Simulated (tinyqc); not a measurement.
Schottky barrier on an n-type semiconductor with a surface-enhanced doping, non-linear Poisson equation by Newton steps: Capacitance-voltage profiling.

One dimension, metal at x = 0, donor density C(x) = Nd + N0 exp(-x/Ls). Energies are counted from the electron Fermi level of the semiconductor and the conduction-band edge is Ec = -psi, so n = Nc exp(psi/Vt); holes follow the Fermi level of the metal, at -V, so p = Nv exp((V - psi - Eg)/Vt). Ends: psi(0) = V - phiB and psi = Vt ln(Nd/Nc) deep inside. Boltzmann statistics, full ionisation, no current, no image force in the Poisson equation.

The Poisson equation d/dx(eps0 eps_r dpsi/dx) = -q (p - n + C) is solved on a mesh of about 1000 nodes or more that ends in neutral material. C_s = q d/dV of the integral of n over x, from the linearised equation. Probed depth w = eps0 eps_r/C_s; apparent doping N_app = C_s^3/(q eps0 eps_r dC_s/dV), the derivative by central differences over +/- 0.02 V.

Inputs (values chosen for the exercise); band and dielectric values close to those of In0.53Ga0.47As: temperature T = 293 K; band gap Eg = 0.755 eV; relative permittivity eps_r = 13.7; conduction-band density of states at T Nc = 2.01e17 cm^-3; valence-band density of states at T Nv = 7.39e18 cm^-3; donor density deep in the semiconductor Nd = 2.3e15 cm^-3; barrier height phiB = 0.33 eV; extra donor density at the surface N0 = 1.2e16 cm^-3; decay length Ls = 290 nm.

Constants: q = 1.602176634e-19 C, kB = 1.380649e-23 J/K, Vt = kB T/q, eps0 = 8.8541878128e-14 F/cm where lengths are in cm. Results are converted to the units shown.

Capacitance-voltage profiling:
```
V (V)  C_s (nF/cm^2)  w (nm)  N_app (cm^-3)  true C(w) (cm^-3)  |E_0| (kV/cm)
0               64.8     187        8.61e15            8.59e15           26.9
-1              21.9     554        4.13e15            4.07e15           55.6
-2              14.0     869        2.94e15            2.90e15           69.9
-3              10.6  1.15e3        2.55e15            2.53e15           79.8
-4              8.74  1.39e3        2.41e15            2.40e15           87.7
-5              7.57  1.60e3        2.35e15            2.35e15           94.4
-6              6.77  1.79e3        2.33e15            2.32e15            100
-7              6.17  1.97e3        2.31e15            2.31e15            106
-8              5.71  2.13e3        2.31e15            2.31e15            111
```

What does the table show?

C_s falls from 64.8 to 5.71 nF/cm^2 while the probed depth goes from 187 to 2130 nm. The apparent doping falls from 8.61e15 to 2.31e15 cm^-3. It departs most from the true doping at that depth for V = -1 V, where it is 1.4 % above it; so the doping is read well over the depths probed.

Program tinyqc, `OMP_NUM_THREADS=1 python tinyqc.py 2020052 2020053 out.jsonl`; Intel Xeon 2.30GHz, shared host, one thread, about 0.08 s.
